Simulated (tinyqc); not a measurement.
Ballistic transport through the one-dimensional subbands of a rectangular nanowire or nanosheet channel: one step, computed by the program tinyqc.

Hard walls, parabolic subbands, transport along x. Energies are counted from the bulk conduction band edge at the top of the barrier, which the gate pulls down by U; the source Fermi level lies at the bulk edge when U = 0.

Question. Subbands. E_pq = (hbar^2 pi^2/2)(p^2/(m_y b^2) + q^2/(m_z a^2)); m_x = m_y = m_z = m, degeneracy g = 1; the 10 lowest subbands are kept.

Inputs (values chosen for the exercise, modelled on In0.53Ga0.47As): mass m = 0.046 m_0; height a = 9 nm; width b = 10 nm.

Valleys: single isotropic valley.

Constants: hbar^2/(2 m_0) = 3.80998212 eV angstrom^2; k_B = 8.617333262e-05 eV/K.

Give: Subbands.

Answer.

Subbands:
```
valley axis  p  q  E (meV)  m_x (m_0)
-            1  1    182.7      0.046
-            2  1    427.9      0.046
-            1  2    485.4      0.046
-            2  2    730.7      0.046
-            3  1    836.6      0.046
-            1  3    990.0      0.046
-            3  2   1139.4      0.046
-            2  3   1235.3      0.046
-            4  1   1408.9      0.046
-            3  3   1644.0      0.046
```

Caution: confinement energies this large call for non-parabolicity and barrier penetration, which lower the subbands and raise the mass.
